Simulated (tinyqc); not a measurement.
Bloch-Grueneisen resistivity of a metal: one step, computed by the program tinyqc.

Electrons scatter from a Debye spectrum of phonons (n = 5 for scattering within one band, n = 3 for scattering into a second, heavy band) and from static defects.

Problem. Total resistivity and derived numbers. J_n(y) = int_0^y x^n e^x/(e^x - 1)^2 dx, by 96 Gauss-Legendre points (upper limit at most 60). rho_ph = (n - 1) rho_1 (T/Theta)^n J_n(Theta/T), with rho_1 = 2 pi lambda_tr k_B Theta/(hbar eps_0 w_p^2), the high-temperature line at T = Theta. Matthiessen's rule: rho = rho_0 + rho_ph. Temperature coefficient (1/rho) d rho/dT by a central difference of +/- 0.5 K; residual ratio rho(295 K)/rho(4.2 K); scattering time tau = 1/(eps_0 w_p^2 rho); Wiedemann-Franz kappa = L_0 T/rho, L_0 = (pi^2/3)(k_B/e)^2.

Inputs (values chosen for the exercise, modelled on copper):
```
quantity,value,unit
exponent n,5,-
Debye temperature Theta,332,K
transport coupling lambda_tr,0.13,-
Drude plasma energy hbar w_p,9.2,eV
residual resistivity rho_0,0.044,microohm cm
temperature T,20,K
```

Addition: none.

Constants: k_B = 1.380649e-23 J/K; hbar = 1.054571817e-34 J s; eps_0 = 8.8541878128e-12 F/m; hbar = 6.582119569e-16 eV s; k_B = 8.617333262e-05 eV/K.

Give: resistivity rho; temperature coefficient; residual resistance ratio; scattering time; Wiedemann-Franz conductivity.

Solution.

resistivity rho = 0.04481 microohm cm

temperature coefficient = 4.514 1e-3/K

residual resistance ratio = 39.66

scattering time = 1290 fs

Wiedemann-Franz conductivity = 1090 W/(m K)
